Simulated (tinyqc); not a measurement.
Inside a calculation. Model: electron mobility of a polar semiconductor by Rode's iterative solution of the Boltzmann equation. Computed by tinyqc, a small Python program that keeps every step. Command: `OMP_NUM_THREADS=1 python tinyqc.py 3020906 3020907 out.jsonl rode walk`. One thread of a shared host (Intel(R) Xeon(R) Processor @ 2.30GHz), about 0.01 s of CPU time with the checks. Intermediate numbers are printed to about 6 digits and carried at full precision; extremes and crossings named in words are read from the listed rows.

The distribution is f(E) + e F l(E) (-df/dE) cos(theta) for a weak field F, theta counted from the force; l(E) is a mean free path. Elastic processes enter by their momentum rate, polar optical phonons by out- and in-scattering terms. One valley only: where upper valleys lie close, measured mobilities are lower. The density n is prescribed, even where a narrow-gap material would have more intrinsic carriers.

Inputs (values chosen for the exercise, modelled on GaSb):
```
quantity                               value    unit
effective mass m                        0.04     m_0
static permittivity eps_s               15.7       -
high-frequency permittivity eps_inf     14.4       -
density rho                             5610  kg/m^3
sound velocity v_l                      4300     m/s
acoustic deformation potential D_A       6.9      eV
optical phonon energy hbar w            30.2     meV
electron density n                   9.1e+15  1/cm^3
compensation ratio C                    0.61       -
temperature T                            100       K
grid points per phonon energy s           10       -
iteration cap                            200       -
```

Band: parabolic. Elastic processes: acoustic, impurity.

Constants: k_B = 8.617333262e-05 eV/K; m_0 = 9.1093837015e-31 kg; e = 1.602176634e-19 C; hbar = 1.054571817e-34 J s; eps_0 = 8.8541878128e-12 F/m; k_B = 1.380649e-23 J/K; hbar = 6.582119569e-16 eV s.

## Fermi level and screening

Parabolic band: E = hbar^2 k^2/(2 m), speed v = hbar k/m, states per spin, volume and energy g(E) = m k/(2 pi^2 hbar^2). Masses are multiplied by m_0 and all formulas are in SI units. The reduced Fermi level eta = E_F/(k_B T) solves n = 2 Z int g f dE with f = 1/(1 + exp(x - eta)) (Z = 1 unless valleys are given); screening length L_s = sqrt(eps_s eps_0 k_B T/(e^2 dn/deta)), dn/deta = 2 Z int g f (1 - f) dE. Integrals over x = E/(k_B T) use 160 Gauss-Legendre points in u = sqrt(x) from 0 to sqrt(max(eta, 0) + 32). N_I = n (1 + C)/(1 - C).

reduced Fermi level eta = -1.36288

screening length L_s = 29.8260 nm

ionised impurity density N_I = 3.75667e+16 1/cm^3

## Rates on one ladder of the grid

Phonon occupation N_q = 1/(exp(hbar w/(k_B T)) - 1). Acoustic deformation potential (elastic, equipartition, absorption and emission together): 1/tau = 2 pi k_B T D_A^2 g(E)/(hbar rho v_l^2). Singly charged impurities, momentum relaxation: 1/tau = N_I e^4 m (1 + 2 alpha E) Phi/(8 pi (eps_s eps_0)^2 hbar^3 k^3), with alpha = 0 for a parabolic band. Brooks-Herring: Phi = ln(1 + b) - b/(1 + b), b = 4 k^2 L_s^2. Polar optical, unscreened: W = e^2 w (1/eps_inf - 1/eps_s) m (1 + 2 alpha E') ln|(k + k')/(k - k')| / (4 pi eps_0 hbar^2 k), times N_q for absorption (E' = E + hbar w) and N_q + 1 for emission (E' = E - hbar w > 0), with alpha = 0 for a parabolic band; mean cosine of the angle <cos> = (k^2 + k'^2)/(2 k k') - 1/ln|(k + k')/(k - k')|. Energy grid E_j = (j + 1/2) hbar w/s, j = 0, 1, ..., up to (max(eta, 0) + 18) k_B T, so that E_j +/- hbar w are grid points; l = 0 beyond the grid; integrals are sums times the spacing. With f' = f(E'): out-scattering S_o = sum over absorption and emission of W (1 - f')/(1 - f); nu = sum of elastic rates; the in-scattering weights are c+ = W_abs <cos> (1 - f')/(1 - f) for E' = E + hbar w and c- likewise for emission.

Points j = s/2, s/2 + s, ... (the first seven rungs, or as many as the grid holds), rates in 1e12/s:
```
E (meV)      v (m/s)       nu      S_o         c+        c-
16.61    3.82191e+05  2.19410  0.06657  0.0272149  0.000000
46.81    6.41601e+05  0.64256  1.28724  0.0322071  0.502400
77.01    8.22942e+05  0.36734  1.56307  0.0332325  0.833522
107.21   9.70987e+05  0.26355  1.58002  0.0332079  0.936923
137.41   1.09927e+06  0.21268  1.55439  0.0328381  0.975803
```

Points one phonon energy apart are coupled only to each other, so the grid falls into s independent ladders.

## The first two iterations on one ladder of the grid

Iteration: l_new(E) = [v(E) + c+ l(E + hbar w) + c- l(E - hbar w)]/(nu + S_o), from l = 0.

l after iteration 1 (nm): 169.061  332.469  426.305  526.690  622.088

l after iteration 2 (all rungs but the last shown) (nm): 173.063  383.596  578.927  754.549

In-scattering lengthens l on the lowest rung by 2.4 % and on the second by 15.4 % in this step.

## The whole iteration

mu = e sum g v l f (1 - f) / (3 k_B T sum g f) over the grid; stop when mu changes by less than 1e-8 of itself.

Course of the iteration:
```
iteration  mu (cm^2/(V s))  relative change
1                  20581.5      1.00000e+00
2                  21526.3      4.38920e-02
3                  21670.6      6.65805e-03
4                  21683.8      6.07391e-04
5                  21686.1      1.07395e-04
6                  21686.4      1.20083e-05
7                  21686.4      2.25712e-06
8                  21686.4      2.76589e-07
9                  21686.4      5.32492e-08
10                 21686.4      6.72709e-09
```

mobility mu = 21686.4 cm^2/(V s)

iterations = 10

Converged in 10 iterations; mu rises at every step, from 20580 to 21690, since each step returns more of the forward-scattered current.

## Approximations against the iterative solution

Self-energy RTA: l = v/(nu + S_o), the first iteration. Momentum RTA: l = v/(nu + S_o - c+ v(E + hbar w)/v - c- v(E - hbar w)/v), listed only where the denominator is positive on the whole grid. The polar-only value solves the same system with nu = 0; the elastic value takes l = v/nu.

Mobilities:
```
method                              mu (cm^2/(V s))  deviation (%)
iterative solution                            21686           0.00
self-energy RTA                               20581          -5.10
momentum RTA                                  21809           0.56
polar phonons alone, exact                   646483        2881.05
elastic processes alone                       29403          35.58
Matthiessen's rule on the last two            28124          29.68
```

self-energy RTA mobility = 20581.5 cm^2/(V s)

polar-phonon mobility = 646483 cm^2/(V s)

elastic mobility = 29402.8 cm^2/(V s)

error of the self-energy RTA = -5.09505 %

The self-energy RTA is 5.1 % low: it counts every polar event as a full loss of current, a small error here because elastic scattering dominates. Here hbar w/k_B T = 3.50. Matthiessen's rule is 29.7 % high. The momentum RTA deviates by +0.6 %.

Checks made by the program: iterated mobility against a direct solution of the banded linear system (relative difference 1e-09).
